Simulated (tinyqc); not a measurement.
Inputs raised by 10 %, one at a time: Born-Mayer model of an ionic crystal AB. Computed by tinyqc, a small Python program. Command: `OMP_NUM_THREADS=1 python tinyqc.py 3006404 3006405 out.jsonl bornmayer sens`. One thread of a shared host (Intel(R) Xeon(R) Processor @ 2.30GHz), about 0.01 s of CPU time with the checks.

Energies are per ion pair and r is the nearest distance of unlike ions.

Inputs (values chosen for the exercise, for a model salt):

| quantity | value | unit |
|---|---|---|
| ionic charge z | 1 | - |
| unlike repulsion lambda | 1500 | eV |
| range rho | 0.282 | angstrom |
| pressure P | 10 | GPa |

Structure: rock salt. Short range: nearest neighbours only.

Constants: e^2/(4 pi eps_0) = 14.39964548 eV angstrom; 1 eV/angstrom^3 = 160.2176634 GPa.

Method:
- Madelung constant M, unlike neighbours z1, like neighbours z2 at f r, volume per pair: rock salt 1.747565, 6, 12, sqrt2, 2 r^3; caesium chloride 1.762675, 8, 6, 2/sqrt3, 8 r^3/(3 sqrt3); zinc blende 1.638055, 4, 12, sqrt(8/3), 16 r^3/(3 sqrt3).
- U(r) = -M z^2 e^2/(4 pi eps_0 r) + z1 lambda exp(-r/rho).
- Newton steps on g(r) = U'(r), from r = 9 rho: r(new) = r - U'(r)/U''(r), with the move limited to 0.3 angstrom. Where U'' is negative, move 0.3 angstrom downhill. Stop when |U'| is below 1e-9.
- B = U''(r0)/(9 c r0), with the volume written as c r^3.
- With the volume written as c r^3, under pressure take the root at the minimum of the enthalpy and solve U'(r) + 3 c r^2 P = 0; H = U + P V; B = (U'' - 2 U'/r)/(9 c r).

Runs:

| input moved | from | to | equilibrium distance r0 (angstrom) | lattice energy U (eV per pair) | bulk modulus B (GPa) | volume at P (angstrom^3) |
|---|---|---|---|---|---|---|
| base run | - | - | 2.541 | -8.80 | 37.67 | 27.48 |
| unlike repulsion lambda (eV) | 1500 | 1650 | 2.575 | -8.70 | 36.31 | 28.50 |
| range rho (angstrom) | 0.282 | 0.3102 | 2.833 | -7.91 | 24.80 | 35.96 |
| ionic charge z | 1 | 1.1 | 2.472 | -10.91 | 49.13 | 26.08 |

Exponents ln(y'/y) / ln(x'/x):

| input | equilibrium distance r0 | lattice energy U | bulk modulus B | volume at P |
|---|---|---|---|---|
| unlike repulsion lambda | 0.141 | -0.124 | -0.384 | 0.381 |
| range rho | 1.141 | -1.124 | -4.384 | 2.819 |
| ionic charge z | -0.290 | 2.254 | 2.787 | -0.550 |

Among the inputs moved here: equilibrium distance r0 answers most in size to range rho (exponent +1.141), next to ionic charge z (-0.290). Lattice energy U answers most in size to ionic charge z (exponent +2.254), next to range rho (-1.124). Bulk modulus B answers most in size to range rho (exponent -4.384), next to ionic charge z (+2.787). Volume at P answers most in size to range rho (exponent +2.819), next to ionic charge z (-0.550).

Extremes, crossings and ranges named in words are read from the listed rows.
